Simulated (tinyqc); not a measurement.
Three-band (Emery) model of a CuO2 plane downfolded to one band: one step. Loewdin downfolding onto d. Two cases, with inputs chosen for the exercise.

Problem. h(E) = H_dd + V (E - H_pp)^-1 V^T with V = H_dp. The level solves E = h(E). Newton: start at E = 0, set Z = 1/(1 - dh/dE) = 1/(1 + |(E - H_pp)^-1 V^T|^2) and E(new) = E + Z (h - E); stop when the step is below 1e-9 eV.

Give: Iterations.

Case 1.

H (eV), lower triangle:
```
            d         px         py
d           0
px   1.008661  -1.500000
py  -2.718394  -0.934968  -1.500000
```

Solution.

Iterations:

| i | E (eV) | h(E) (eV) | Z |
|---|---|---|---|
| 0 | 0.00000 | 12.89242 | 0.0435 |
| 1 | 0.56051 | 6.65872 | 0.1505 |
| 2 | 1.47817 | 3.77282 | 0.3624 |
| 3 | 2.30981 | 2.72399 | 0.5249 |
| 4 | 2.52719 | 2.54065 | 0.5600 |
| 5 | 2.53473 | 2.53475 | 0.5612 |
| 6 | 2.53474 | 2.53474 | 0.5612 |

The first value, h(0) = 12.8924 eV, is the energy-independent downfolding; the root is 2.5347 eV, so h(0) is 409 % too high. The final Z is the d weight of the state.

Case 2.

H (eV), lower triangle:
```
            d         px         py
d           0
px   0.547118  -2.600000
py  -0.841904  -0.274088  -2.600000
```

Solution.

Iterations:

| i | E (eV) | h(E) (eV) | Z |
|---|---|---|---|
| 0 | 0.00000 | 0.42988 | 0.8449 |
| 1 | 0.36320 | 0.37216 | 0.8791 |
| 2 | 0.37108 | 0.37108 | 0.8797 |
| 3 | 0.37108 | 0.37108 | 0.8797 |

The first value, h(0) = 0.4299 eV, is the energy-independent downfolding; the root is 0.3711 eV, so h(0) is 16 % too high. The final Z is the d weight of the state.

Computed by tinyqc, one run a case: `OMP_NUM_THREADS=1 python tinyqc.py N N+1 out.jsonl` with N = 1482544, 1482675; one thread of a shared Intel(R) Xeon(R) Processor @ 2.30GHz, about 0.06 s a run at most.
